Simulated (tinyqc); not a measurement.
Exact and approximate size effects: heat flow across a film from the phonon Boltzmann equation in the relaxation-time approximation. Computed by tinyqc, a small Python program. Command: `OMP_NUM_THREADS=1 python tinyqc.py 3011123 3011124 out.jsonl slabbte walk`. One thread of a shared host (Intel(R) Xeon(R) Processor @ 2.30GHz), about 0.02 s of CPU time with the checks.

Two black walls, hot at x = 0 and cold at x = L, emit phonons isotropically. For one free path Lambda, with tau = x/Lambda, tau_L = L/Lambda and phi = (T - T_cold)/Delta T, energy balance gives phi(tau) = (1/2) [E2(tau) + int_0^tau_L phi(s) E1(|tau - s|) ds]; E_n are the exponential integrals. The flux over the ballistic flux C v Delta T/4 is psi = 1 - 2 int_0^tau_L phi(s) E2(s) ds, and kappa_eff/kappa = (3/4) tau_L psi. kappa = C v Lambda/3 is an input, so at fixed kappa a longer free path means a smaller C v.

Inputs (values chosen for the exercise, modelled on silicon carbide): free path Lambda_1 = 110 nm; free path Lambda_2 = 500 nm; share f_2 of kappa = 0.19; free path Lambda_3 = 7800 nm; share f_3 of kappa = 0.22.

Free-path groups: three.

Method:
- Cut the film into n equal cells with constant phi, collocated at the centres c_i: the kernel integrates to A_ij = |E2(|c_i - e_j|) - E2(|c_i - e_(j+1)|)|/2 for cell edges e_j, and A_ii = 1 - E2(half a cell); solve (1 - A) phi = E2(c)/2; psi = 1 - 2 sum_j phi_j [E3(e_j) - E3(e_(j+1))].
- Each group is solved on its own with 150 and 300 cells, psi = (4 psi(300) - psi(150))/3, and weighted by its share of kappa (f_1 is what the others leave); exchange of energy between groups inside the film is left out.
- Two-flux: kappa_eff/kappa = sum f_i/(1 + 4 Lambda_i/(3 L)). Matthiessen with the thickness: sum f_i/(1 + Lambda_i/L). Ballistic limit: sum f_i 3 L/(4 Lambda_i).

Kappa_eff/kappa:
```
L (nm)  Boltzmann  two-flux  Matthiessen  ballistic limit
3.3      0.013907  0.013989     0.018523         0.014285
11       0.043822  0.044479     0.058036         0.047618
28        0.10028   0.10283      0.13057          0.12121
66        0.19535   0.20161      0.24525          0.28571
160       0.33809   0.34793      0.40011          0.69262
440       0.51732   0.52697      0.57268           1.9047
1100      0.65276   0.65993      0.69418           4.7618
2800      0.75580   0.76076      0.78702           12.121
```

What does the comparison show, and why?

The two-flux formula lies above the Boltzmann result by at most about 3.2 % (at L = 66 nm); the Matthiessen form is high by up to 33 %, since it misses the factor 3/4 of the ballistic limit. The thinnest film reaches 97 % of that limit, and the thickest, 25 Lambda_1, only 76 % of the bulk value: the long free paths keep the size effect alive far beyond Lambda_1. Rows below about 10 nm are near the phonon wavelength, where a particle picture fails.
